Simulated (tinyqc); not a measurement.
# Barrier and mass from two temperatures

Inverse problem. The saturation current of a Schottky diode is J0 = A* T^2 exp(-q phi/(kB T)) with a fixed barrier and A* = 4 pi q me m0 kB^2/h^3 (times 1e-4 for A/(cm^2 K^2)). Find phi, A* and me.

Constants: q = 1.602176634e-19 C, kB = 1.380649e-23 J/K, h = 6.62607015e-34 J s, m0 = 9.1093837015e-31 kg. Results are converted to the units shown.

J0 at 280 and 400 K (A/cm^2): [2.6484450e-9, 1.8560738e-4]

Answer. The slope of ln(J0/T^2) against q/(kB T) is -phi and the intercept is ln A*.

phi = 0.840 eV
A* = 44.5 A/(cm^2 K^2)
me = 0.370 m0

Numbers from tinyqc (`OMP_NUM_THREADS=1 python tinyqc.py 2640058 2640059 out.jsonl`; about 0.01 s on one thread of a shared Intel Xeon 2.30GHz).
